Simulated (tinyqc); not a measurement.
Worked calculation (part 1 of 2): UHF in the sto-6g basis, for BeH, spin multiplicity 2. Computed by tinyqc, a small Python program that keeps every step (integrals from PySCF). Settings: charge = 0, multiplicity = 2, basis = sto-6g, energy threshold = 1e-10, iteration cap = 66, orthogonalisation = symmetric, start = core, DIIS depth = 4, DIIS from iteration = 3, damping = 0.7, method = UHF. Command: `OMP_NUM_THREADS=1 python tinyqc.py 29919 29920 out.jsonl` (the two numbers bound the seeds that draw the settings). One thread of a shared host (Intel(R) Xeon(R) Processor @ 2.60GHz), about 0.1 s of CPU time with the checks. Later iterations appear only in the table of the cycle.

## One-electron integrals

Geometry (angstrom):
```
atom       x       y       z
Be    0.0000  0.0000  0.0000
H     0.0000  0.0000  1.8260
```

Basis sto-6g: exponents (1/bohr^2) and contraction coefficients of normalised primitives:
```
element  l (shell)  exponent  coefficient
Be           s (1)  312.8705       0.0092
Be           s (1)   57.3645       0.0494
Be           s (1)   16.0485       0.1685
Be           s (1)    5.5131       0.3706
Be           s (1)    2.1409       0.4165
Be           s (1)    0.8817       0.1303
Be           s (2)   13.6332      -0.0133
Be           s (2)    2.6984      -0.0470
Be           s (2)    0.8387      -0.0338
Be           s (2)    0.3227       0.2502
Be           s (2)    0.1401       0.5951
Be           s (2)    0.0642       0.2407
Be           p (3)   13.6332       0.0038
Be           p (3)    2.6984       0.0377
Be           p (3)    0.8387       0.1739
Be           p (3)    0.3227       0.4180
Be           p (3)    0.1401       0.4259
Be           p (3)    0.0642       0.1017
H            s (1)   35.5232       0.0092
H            s (1)    6.5131       0.0494
H            s (1)    1.8221       0.1685
H            s (1)    0.6260       0.3706
H            s (1)    0.2431       0.4165
H            s (1)    0.1001       0.1303
```

Overlap, kinetic and nuclear-attraction integrals over the contracted functions; the nuclear repulsion is the sum of Za Zb / Rab.

nuclear repulsion = 1.159205 hartree

overlap S, order 1Be 1s, 1Be 2s, 1Be 2px, 1Be 2py, 1Be 2pz, 2H 1s:
$$\begin{pmatrix}
1.0000 & 0.2548 & 0.0000 & 0.0000 & 0.0000 & 0.0242 \\
0.2548 & 1.0000 & 0.0000 & 0.0000 & 0.0000 & 0.2847 \\
0.0000 & 0.0000 & 1.0000 & 0.0000 & 0.0000 & 0.0000 \\
0.0000 & 0.0000 & 0.0000 & 1.0000 & 0.0000 & 0.0000 \\
0.0000 & 0.0000 & 0.0000 & 0.0000 & 1.0000 & 0.3670 \\
0.0242 & 0.2847 & 0.0000 & 0.0000 & 0.3670 & 1.0000
\end{pmatrix}$$

kinetic energy T (hartree), order 1Be 1s, 1Be 2s, 1Be 2px, 1Be 2py, 1Be 2pz, 2H 1s:
$$\begin{pmatrix}
6.7688 & -0.2074 & 0.0000 & 0.0000 & 0.0000 & -0.0087 \\
-0.2074 & 0.2201 & 0.0000 & 0.0000 & 0.0000 & 0.0156 \\
0.0000 & 0.0000 & 0.6613 & 0.0000 & 0.0000 & 0.0000 \\
0.0000 & 0.0000 & 0.0000 & 0.6613 & 0.0000 & 0.0000 \\
0.0000 & 0.0000 & 0.0000 & 0.0000 & 0.6613 & 0.0702 \\
-0.0087 & 0.0156 & 0.0000 & 0.0000 & 0.0702 & 0.7685
\end{pmatrix}$$

nuclear attraction V (hartree), order 1Be 1s, 1Be 2s, 1Be 2px, 1Be 2py, 1Be 2pz, 2H 1s:
$$\begin{pmatrix}
-15.0046 & -1.7246 & 0.0000 & 0.0000 & -0.0102 & -0.1772 \\
-1.7246 & -2.5854 & 0.0000 & 0.0000 & -0.0973 & -0.6535 \\
0.0000 & 0.0000 & -2.5627 & 0.0000 & 0.0000 & 0.0000 \\
0.0000 & 0.0000 & 0.0000 & -2.5627 & 0.0000 & 0.0000 \\
-0.0102 & -0.0973 & 0.0000 & 0.0000 & -2.6305 & -0.8285 \\
-0.1772 & -0.6535 & 0.0000 & 0.0000 & -0.8285 & -2.3976
\end{pmatrix}$$

core Hamiltonian H = T + V (hartree), order 1Be 1s, 1Be 2s, 1Be 2px, 1Be 2py, 1Be 2pz, 2H 1s:
$$\begin{pmatrix}
-8.2358 & -1.9319 & 0.0000 & 0.0000 & -0.0102 & -0.1859 \\
-1.9319 & -2.3653 & 0.0000 & 0.0000 & -0.0973 & -0.6379 \\
0.0000 & 0.0000 & -1.9014 & 0.0000 & 0.0000 & 0.0000 \\
0.0000 & 0.0000 & 0.0000 & -1.9014 & 0.0000 & 0.0000 \\
-0.0102 & -0.0973 & 0.0000 & 0.0000 & -1.9692 & -0.7583 \\
-0.1859 & -0.6379 & 0.0000 & 0.0000 & -0.7583 & -1.6291
\end{pmatrix}$$

## Two-electron integrals

Functions are numbered as in S; the eight-fold symmetry (ij|kl) = (ji|kl) = (kl|ij) leaves the list below.

Two-electron integrals (ij|kl) in chemists' order, unique and non-zero (hartree):
```
(11|11) 2.3000   (21|11) 0.3619   (21|21) 0.0719   (22|11) 0.5703
(22|21) 0.1397   (22|22) 0.4178   (31|31) 0.0153   (32|31) 0.0226
(32|32) 0.0923   (33|11) 0.5703   (33|21) 0.1397   (33|22) 0.4178
(33|33) 0.4501   (41|41) 0.0153   (42|41) 0.0226   (42|42) 0.0923
(43|43) 0.0243   (44|11) 0.5703   (44|21) 0.1397   (44|22) 0.4178
(44|33) 0.4016   (44|44) 0.4501   (51|51) 0.0153   (52|51) 0.0226
(52|52) 0.0923   (53|53) 0.0243   (54|54) 0.0243   (55|11) 0.5703
(55|21) 0.1397   (55|22) 0.4178   (55|33) 0.4016   (55|44) 0.4016
(55|55) 0.4501   (61|11) 0.0349   (61|21) 0.0068   (61|22) 0.0131
(61|33) 0.0130   (61|44) 0.0130   (61|51) 0.0007   (61|52) 0.0013
(61|55) 0.0134   (61|61) 0.0007   (62|11) 0.1156   (62|21) 0.0290
(62|22) 0.0984   (62|33) 0.0944   (62|44) 0.0944   (62|51) 0.0039
(62|52) 0.0259   (62|55) 0.1065   (62|61) 0.0030   (62|62) 0.0396
(63|31) 0.0023   (63|32) 0.0116   (63|53) 0.0041   (63|63) 0.0029
(64|41) 0.0023   (64|42) 0.0116   (64|54) 0.0041   (64|64) 0.0029
(65|11) 0.1359   (65|21) 0.0344   (65|22) 0.1215   (65|33) 0.1145
(65|44) 0.1145   (65|51) 0.0062   (65|52) 0.0401   (65|55) 0.1354
(65|61) 0.0037   (65|62) 0.0549   (65|65) 0.0777   (66|11) 0.2894
(66|21) 0.0737   (66|22) 0.2802   (66|33) 0.2618   (66|44) 0.2618
(66|51) 0.0100   (66|52) 0.0891   (66|55) 0.3170   (66|61) 0.0079
(66|62) 0.1531   (66|65) 0.2231   (66|66) 0.7750
```

## Orthogonalisation

S = U s U^T; symmetric (Loewdin) form X = U s^(-1/2) U^T, so that X^T S X = 1.

eigenvalues of S: [0.5130, 0.8026, 1.0000, 1.0000, 1.1806, 1.5037]

X, order 1Be 1s, 1Be 2s, 1Be 2px, 1Be 2py, 1Be 2pz, 2H 1s:
$$\begin{pmatrix}
1.0263 & -0.1380 & 0.0000 & 0.0000 & -0.0064 & 0.0194 \\
-0.1380 & 1.0642 & 0.0000 & 0.0000 & 0.0483 & -0.1702 \\
0.0000 & 0.0000 & 1.0000 & 0.0000 & 0.0000 & 0.0000 \\
0.0000 & 0.0000 & 0.0000 & 1.0000 & 0.0000 & 0.0000 \\
-0.0064 & 0.0483 & 0.0000 & 0.0000 & 1.0603 & -0.2137 \\
0.0194 & -0.1702 & 0.0000 & 0.0000 & -0.2137 & 1.0973
\end{pmatrix}$$

## Starting guess

The start is the orbitals of the core Hamiltonian; D(s) = C_occ C_occ^T for each spin.

D(alpha) at the start, order 1Be 1s, 1Be 2s, 1Be 2px, 1Be 2py, 1Be 2pz, 2H 1s:
$$\begin{pmatrix}
1.0706 & -0.2775 & 0.0000 & 0.0000 & -0.0037 & 0.0129 \\
-0.2775 & 1.0863 & 0.0000 & 0.0000 & 0.0041 & -0.0296 \\
0.0000 & 0.0000 & 0.0000 & 0.0000 & 0.0000 & 0.0000 \\
0.0000 & 0.0000 & 0.0000 & 0.0000 & 0.0000 & 0.0000 \\
-0.0037 & 0.0041 & 0.0000 & 0.0000 & 0.9816 & 0.0242 \\
0.0129 & -0.0296 & 0.0000 & 0.0000 & 0.0242 & 0.0014
\end{pmatrix}$$

D(beta) at the start, order 1Be 1s, 1Be 2s, 1Be 2px, 1Be 2py, 1Be 2pz, 2H 1s:
$$\begin{pmatrix}
1.0526 & -0.1973 & 0.0000 & 0.0000 & -0.1125 & 0.0080 \\
-0.1973 & 0.7296 & 0.0000 & 0.0000 & 0.4875 & -0.0079 \\
0.0000 & 0.0000 & 0.0000 & 0.0000 & 0.0000 & 0.0000 \\
0.0000 & 0.0000 & 0.0000 & 0.0000 & 0.0000 & 0.0000 \\
-0.1125 & 0.4875 & 0.0000 & 0.0000 & 0.3262 & -0.0052 \\
0.0080 & -0.0079 & 0.0000 & 0.0000 & -0.0052 & 0.0001
\end{pmatrix}$$

## Iteration 1: building the Fock matrix

J_ij = sum D_kl (ij|kl) with D = D(alpha) + D(beta), K_ij = sum D_kl (ik|jl) for each spin; F = H + J - K(s); E = tr D H + tr D J / 2 - 0.5 sum_s tr D(s) K(s) + E_nn.

Coulomb J (hartree), order 1Be 1s, 1Be 2s, 1Be 2px, 1Be 2py, 1Be 2pz, 2H 1s:
$$\begin{pmatrix}
6.3195 & 1.1358 & 0.0000 & 0.0000 & 0.0186 & 0.1101 \\
1.1358 & 2.3815 & 0.0000 & 0.0000 & 0.0853 & 0.5600 \\
0.0000 & 0.0000 & 2.3603 & 0.0000 & 0.0000 & 0.0000 \\
0.0000 & 0.0000 & 0.0000 & 2.3603 & 0.0000 & 0.0000 \\
0.0186 & 0.0853 & 0.0000 & 0.0000 & 2.4238 & 0.6910 \\
0.1101 & 0.5600 & 0.0000 & 0.0000 & 0.6910 & 1.5518
\end{pmatrix}$$

exchange K(alpha) (hartree), order 1Be 1s, 1Be 2s, 1Be 2px, 1Be 2py, 1Be 2pz, 2H 1s:
$$\begin{pmatrix}
2.3552 & 0.3835 & 0.0000 & 0.0000 & -0.0003 & 0.0424 \\
0.3835 & 0.5402 & 0.0000 & 0.0000 & 0.0012 & 0.1375 \\
0.0000 & 0.0000 & 0.1275 & 0.0000 & 0.0000 & 0.0000 \\
0.0000 & 0.0000 & 0.0000 & 0.1275 & 0.0000 & 0.0000 \\
-0.0003 & 0.0012 & 0.0000 & 0.0000 & 0.5504 & 0.1666 \\
0.0424 & 0.1375 & 0.0000 & 0.0000 & 0.1666 & 0.1217
\end{pmatrix}$$

exchange K(beta) (hartree), order 1Be 1s, 1Be 2s, 1Be 2px, 1Be 2py, 1Be 2pz, 2H 1s:
$$\begin{pmatrix}
2.3360 & 0.3641 & 0.0000 & 0.0000 & 0.0139 & 0.0406 \\
0.3641 & 0.3542 & 0.0000 & 0.0000 & 0.2288 & 0.1489 \\
0.0000 & 0.0000 & 0.0822 & 0.0000 & 0.0000 & 0.0000 \\
0.0000 & 0.0000 & 0.0000 & 0.0822 & 0.0000 & 0.0000 \\
0.0139 & 0.2288 & 0.0000 & 0.0000 & 0.2194 & 0.1289 \\
0.0406 & 0.1489 & 0.0000 & 0.0000 & 0.1289 & 0.1019
\end{pmatrix}$$

F(alpha) (hartree), order 1Be 1s, 1Be 2s, 1Be 2px, 1Be 2py, 1Be 2pz, 2H 1s:
$$\begin{pmatrix}
-4.2715 & -1.1797 & 0.0000 & 0.0000 & 0.0087 & -0.1183 \\
-1.1797 & -0.5240 & 0.0000 & 0.0000 & -0.0132 & -0.2154 \\
0.0000 & 0.0000 & 0.3314 & 0.0000 & 0.0000 & 0.0000 \\
0.0000 & 0.0000 & 0.0000 & 0.3314 & 0.0000 & 0.0000 \\
0.0087 & -0.0132 & 0.0000 & 0.0000 & -0.0958 & -0.2339 \\
-0.1183 & -0.2154 & 0.0000 & 0.0000 & -0.2339 & -0.1990
\end{pmatrix}$$

F(beta) (hartree), order 1Be 1s, 1Be 2s, 1Be 2px, 1Be 2py, 1Be 2pz, 2H 1s:
$$\begin{pmatrix}
-4.2523 & -1.1602 & 0.0000 & 0.0000 & -0.0055 & -0.1165 \\
-1.1602 & -0.3380 & 0.0000 & 0.0000 & -0.2408 & -0.2268 \\
0.0000 & 0.0000 & 0.3767 & 0.0000 & 0.0000 & 0.0000 \\
0.0000 & 0.0000 & 0.0000 & 0.3767 & 0.0000 & 0.0000 \\
-0.0055 & -0.2408 & 0.0000 & 0.0000 & 0.2352 & -0.1962 \\
-0.1165 & -0.2268 & 0.0000 & 0.0000 & -0.1962 & -0.1791
\end{pmatrix}$$

total energy of this density = -14.644689 hartree

This density is the starting one.

## Iteration 1: diagonalisation and new density

Diagonalise F' = X^T F X, C = X C', fill 3 alpha and 2 beta electrons from the bottom; D(s) = C_occ C_occ^T; the new density keeps 0.7 of the old one (damping). Each column has its largest component positive (the first on a tie).

F' = X^T F X (alpha) (hartree):
$$\begin{pmatrix}
-4.1789 & -0.6166 & 0.0000 & 0.0000 & -0.0006 & 0.0079 \\
-0.6166 & -0.2594 & 0.0000 & 0.0000 & 0.0486 & -0.1646 \\
0.0000 & 0.0000 & 0.3314 & 0.0000 & 0.0000 & 0.0000 \\
0.0000 & 0.0000 & 0.0000 & 0.3314 & 0.0000 & 0.0000 \\
-0.0006 & 0.0486 & 0.0000 & 0.0000 & -0.0088 & -0.2272 \\
0.0079 & -0.1646 & 0.0000 & 0.0000 & -0.2272 & -0.0688
\end{pmatrix}$$

orbital energies (alpha) (hartree): MO1 -4.2737, MO2 -0.3330, MO3 -0.1527, MO4 0.2435, MO5 0.3314, MO6 0.3314

coefficients C (alpha), order 1Be 1s, 1Be 2s, 1Be 2px, 1Be 2py, 1Be 2pz, 2H 1s:
$$\begin{pmatrix}
0.9935 & -0.1585 & -0.2181 & 0.1144 & 0.0000 & 0.0000 \\
0.0246 & 0.5129 & 0.8086 & -0.5150 & 0.0000 & 0.0000 \\
0.0000 & 0.0000 & 0.0000 & 0.0000 & 0.9313 & -0.3643 \\
0.0000 & 0.0000 & 0.0000 & 0.0000 & 0.3643 & 0.9313 \\
-0.0014 & 0.3132 & -0.5750 & -0.8623 & 0.0000 & 0.0000 \\
-0.0020 & 0.5921 & -0.2547 & 0.9293 & 0.0000 & 0.0000
\end{pmatrix}$$

F' = X^T F X (beta) (hartree):
$$\begin{pmatrix}
-4.1608 & -0.6236 & 0.0000 & 0.0000 & 0.0147 & 0.0096 \\
-0.6236 & -0.0723 & 0.0000 & 0.0000 & -0.1841 & -0.1619 \\
0.0000 & 0.0000 & 0.3767 & 0.0000 & 0.0000 & 0.0000 \\
0.0000 & 0.0000 & 0.0000 & 0.3767 & 0.0000 & 0.0000 \\
0.0147 & -0.1841 & 0.0000 & 0.0000 & 0.3247 & -0.2207 \\
0.0096 & -0.1619 & 0.0000 & 0.0000 & -0.2207 & -0.0544
\end{pmatrix}$$

orbital energies (beta) (hartree): MO1 -4.2539, MO2 -0.3123, MO3 0.1489, MO4 0.3767, MO5 0.3767, MO6 0.4545

coefficients C (beta), order 1Be 1s, 1Be 2s, 1Be 2px, 1Be 2py, 1Be 2pz, 2H 1s:
$$\begin{pmatrix}
0.9947 & -0.1574 & -0.2332 & 0.0000 & 0.0000 & 0.0650 \\
0.0203 & 0.5125 & 0.9389 & 0.0000 & 0.0000 & -0.1954 \\
0.0000 & 0.0000 & 0.0000 & 0.7944 & -0.6074 & 0.0000 \\
0.0000 & 0.0000 & 0.0000 & 0.6074 & 0.7944 & 0.0000 \\
0.0031 & 0.3123 & 0.1905 & 0.0000 & 0.0000 & 1.0191 \\
-0.0026 & 0.5931 & -0.8308 & 0.0000 & 0.0000 & -0.4871
\end{pmatrix}$$

D(alpha) after iteration 1, order 1Be 1s, 1Be 2s, 1Be 2px, 1Be 2py, 1Be 2pz, 2H 1s:
$$\begin{pmatrix}
1.0673 & -0.2642 & 0.0000 & 0.0000 & 0.0197 & -0.0031 \\
-0.2642 & 1.0357 & 0.0000 & 0.0000 & -0.0884 & 0.0086 \\
0.0000 & 0.0000 & 0.0000 & 0.0000 & 0.0000 & 0.0000 \\
0.0000 & 0.0000 & 0.0000 & 0.0000 & 0.0000 & 0.0000 \\
0.0197 & -0.0884 & 0.0000 & 0.0000 & 0.8157 & 0.1165 \\
-0.0031 & 0.0086 & 0.0000 & 0.0000 & 0.1165 & 0.1256
\end{pmatrix}$$

D(beta) after iteration 1, order 1Be 1s, 1Be 2s, 1Be 2px, 1Be 2py, 1Be 2pz, 2H 1s:
$$\begin{pmatrix}
1.0411 & -0.1562 & 0.0000 & 0.0000 & -0.0925 & -0.0232 \\
-0.1562 & 0.5896 & 0.0000 & 0.0000 & 0.3893 & 0.0856 \\
0.0000 & 0.0000 & 0.0000 & 0.0000 & 0.0000 & 0.0000 \\
0.0000 & 0.0000 & 0.0000 & 0.0000 & 0.0000 & 0.0000 \\
-0.0925 & 0.3893 & 0.0000 & 0.0000 & 0.2576 & 0.0519 \\
-0.0232 & 0.0856 & 0.0000 & 0.0000 & 0.0519 & 0.1056
\end{pmatrix}$$

Within a degenerate level the vectors are fixed only up to a rotation; this is one choice.

## Iteration 2: building the Fock matrix

As before.

Coulomb J (hartree), order 1Be 1s, 1Be 2s, 1Be 2px, 1Be 2py, 1Be 2pz, 2H 1s:
$$\begin{pmatrix}
6.2168 & 1.1131 & 0.0000 & 0.0000 & 0.0165 & 0.1079 \\
1.1131 & 2.3360 & 0.0000 & 0.0000 & 0.0912 & 0.5699 \\
0.0000 & 0.0000 & 2.3113 & 0.0000 & 0.0000 & 0.0000 \\
0.0000 & 0.0000 & 0.0000 & 2.3113 & 0.0000 & 0.0000 \\
0.0165 & 0.0912 & 0.0000 & 0.0000 & 2.3855 & 0.7116 \\
0.1079 & 0.5699 & 0.0000 & 0.0000 & 0.7116 & 1.6790
\end{pmatrix}$$

exchange K(alpha) (hartree), order 1Be 1s, 1Be 2s, 1Be 2px, 1Be 2py, 1Be 2pz, 2H 1s:
$$\begin{pmatrix}
2.3507 & 0.3806 & 0.0000 & 0.0000 & -0.0001 & 0.0416 \\
0.3806 & 0.5235 & 0.0000 & 0.0000 & -0.0168 & 0.1569 \\
0.0000 & 0.0000 & 0.1213 & 0.0000 & 0.0000 & 0.0000 \\
0.0000 & 0.0000 & 0.0000 & 0.1213 & 0.0000 & 0.0000 \\
-0.0001 & -0.0168 & 0.0000 & 0.0000 & 0.5091 & 0.1992 \\
0.0416 & 0.1569 & 0.0000 & 0.0000 & 0.1992 & 0.2458
\end{pmatrix}$$

exchange K(beta) (hartree), order 1Be 1s, 1Be 2s, 1Be 2px, 1Be 2py, 1Be 2pz, 2H 1s:
$$\begin{pmatrix}
2.3274 & 0.3659 & 0.0000 & 0.0000 & 0.0103 & 0.0395 \\
0.3659 & 0.3237 & 0.0000 & 0.0000 & 0.2087 & 0.1721 \\
0.0000 & 0.0000 & 0.0721 & 0.0000 & 0.0000 & 0.0000 \\
0.0000 & 0.0000 & 0.0000 & 0.0721 & 0.0000 & 0.0000 \\
0.0103 & 0.2087 & 0.0000 & 0.0000 & 0.2081 & 0.1613 \\
0.0395 & 0.1721 & 0.0000 & 0.0000 & 0.1613 & 0.2160
\end{pmatrix}$$

F(alpha) (hartree), order 1Be 1s, 1Be 2s, 1Be 2px, 1Be 2py, 1Be 2pz, 2H 1s:
$$\begin{pmatrix}
-4.3698 & -1.1994 & 0.0000 & 0.0000 & 0.0064 & -0.1197 \\
-1.1994 & -0.5527 & 0.0000 & 0.0000 & 0.0107 & -0.2249 \\
0.0000 & 0.0000 & 0.2886 & 0.0000 & 0.0000 & 0.0000 \\
0.0000 & 0.0000 & 0.0000 & 0.2886 & 0.0000 & 0.0000 \\
0.0064 & 0.0107 & 0.0000 & 0.0000 & -0.0929 & -0.2459 \\
-0.1197 & -0.2249 & 0.0000 & 0.0000 & -0.2459 & -0.1959
\end{pmatrix}$$

F(beta) (hartree), order 1Be 1s, 1Be 2s, 1Be 2px, 1Be 2py, 1Be 2pz, 2H 1s:
$$\begin{pmatrix}
-4.3464 & -1.1848 & 0.0000 & 0.0000 & -0.0040 & -0.1176 \\
-1.1848 & -0.3530 & 0.0000 & 0.0000 & -0.2148 & -0.2401 \\
0.0000 & 0.0000 & 0.3377 & 0.0000 & 0.0000 & 0.0000 \\
0.0000 & 0.0000 & 0.0000 & 0.3377 & 0.0000 & 0.0000 \\
-0.0040 & -0.2148 & 0.0000 & 0.0000 & 0.2082 & -0.2080 \\
-0.1176 & -0.2401 & 0.0000 & 0.0000 & -0.2080 & -0.1661
\end{pmatrix}$$

total energy of this density = -14.747302 hartree

This density is a damped mixture and is not idempotent.

## Iteration 2: diagonalisation and new density

As before.

F' = X^T F X (alpha) (hartree):
$$\begin{pmatrix}
-4.2774 & -0.6211 & 0.0000 & 0.0000 & -0.0070 & 0.0101 \\
-0.6211 & -0.2818 & 0.0000 & 0.0000 & 0.0794 & -0.1785 \\
0.0000 & 0.0000 & 0.2886 & 0.0000 & 0.0000 & 0.0000 \\
0.0000 & 0.0000 & 0.0000 & 0.2886 & 0.0000 & 0.0000 \\
-0.0070 & 0.0794 & 0.0000 & 0.0000 & 0.0027 & -0.2483 \\
0.0101 & -0.1785 & 0.0000 & 0.0000 & -0.2483 & -0.0549
\end{pmatrix}$$

orbital energies (alpha) (hartree): MO1 -4.3717, MO2 -0.3414, MO3 -0.1898, MO4 0.2886, MO5 0.2886, MO6 0.2916

coefficients C (alpha), order 1Be 1s, 1Be 2s, 1Be 2px, 1Be 2py, 1Be 2pz, 2H 1s:
$$\begin{pmatrix}
0.9940 & -0.1715 & -0.2042 & 0.0000 & 0.0000 & 0.1171 \\
0.0228 & 0.5642 & 0.7672 & 0.0000 & 0.0000 & -0.5249 \\
0.0000 & 0.0000 & 0.0000 & 0.9678 & 0.2517 & 0.0000 \\
0.0000 & 0.0000 & 0.0000 & -0.2517 & 0.9678 & 0.0000 \\
-0.0009 & 0.2626 & -0.6005 & 0.0000 & 0.0000 & -0.8619 \\
-0.0020 & 0.5818 & -0.2914 & 0.0000 & 0.0000 & 0.9251
\end{pmatrix}$$

F' = X^T F X (beta) (hartree):
$$\begin{pmatrix}
-4.2532 & -0.6361 & 0.0000 & 0.0000 & 0.0117 & 0.0134 \\
-0.6361 & -0.0760 & 0.0000 & 0.0000 & -0.1510 & -0.1851 \\
0.0000 & 0.0000 & 0.3377 & 0.0000 & 0.0000 & 0.0000 \\
0.0000 & 0.0000 & 0.0000 & 0.3377 & 0.0000 & 0.0000 \\
0.0117 & -0.1510 & 0.0000 & 0.0000 & 0.3032 & -0.2379 \\
0.0134 & -0.1851 & 0.0000 & 0.0000 & -0.2379 & -0.0279
\end{pmatrix}$$

orbital energies (beta) (hartree): MO1 -4.3480, MO2 -0.3168, MO3 0.1762, MO4 0.3377, MO5 0.3377, MO6 0.4347

coefficients C (beta), order 1Be 1s, 1Be 2s, 1Be 2px, 1Be 2py, 1Be 2pz, 2H 1s:
$$\begin{pmatrix}
0.9948 & -0.1579 & -0.2398 & 0.0000 & 0.0000 & 0.0280 \\
0.0200 & 0.5166 & 0.9558 & 0.0000 & 0.0000 & -0.0459 \\
0.0000 & 0.0000 & 0.0000 & 0.9971 & 0.0762 & 0.0000 \\
0.0000 & 0.0000 & 0.0000 & -0.0762 & 0.9971 & 0.0000 \\
0.0026 & 0.3132 & 0.0267 & 0.0000 & 0.0000 & 1.0361 \\
-0.0027 & 0.5894 & -0.7465 & 0.0000 & 0.0000 & -0.6120
\end{pmatrix}$$

D(alpha) after iteration 2, order 1Be 1s, 1Be 2s, 1Be 2px, 1Be 2py, 1Be 2pz, 2H 1s:
$$\begin{pmatrix}
1.0649 & -0.2541 & 0.0000 & 0.0000 & 0.0368 & -0.0148 \\
-0.2541 & 0.9972 & 0.0000 & 0.0000 & -0.1557 & 0.0374 \\
0.0000 & 0.0000 & 0.0000 & 0.0000 & 0.0000 & 0.0000 \\
0.0000 & 0.0000 & 0.0000 & 0.0000 & 0.0000 & 0.0000 \\
0.0368 & -0.1557 & 0.0000 & 0.0000 & 0.6998 & 0.1799 \\
-0.0148 & 0.0374 & 0.0000 & 0.0000 & 0.1799 & 0.2150
\end{pmatrix}$$

D(beta) after iteration 2, order 1Be 1s, 1Be 2s, 1Be 2px, 1Be 2py, 1Be 2pz, 2H 1s:
$$\begin{pmatrix}
1.0331 & -0.1279 & 0.0000 & 0.0000 & -0.0788 & -0.0450 \\
-0.1279 & 0.4929 & 0.0000 & 0.0000 & 0.3211 & 0.1513 \\
0.0000 & 0.0000 & 0.0000 & 0.0000 & 0.0000 & 0.0000 \\
0.0000 & 0.0000 & 0.0000 & 0.0000 & 0.0000 & 0.0000 \\
-0.0788 & 0.3211 & 0.0000 & 0.0000 & 0.2097 & 0.0917 \\
-0.0450 & 0.1513 & 0.0000 & 0.0000 & 0.0917 & 0.1781
\end{pmatrix}$$

Within a degenerate level the vectors are fixed only up to a rotation; this is one choice.
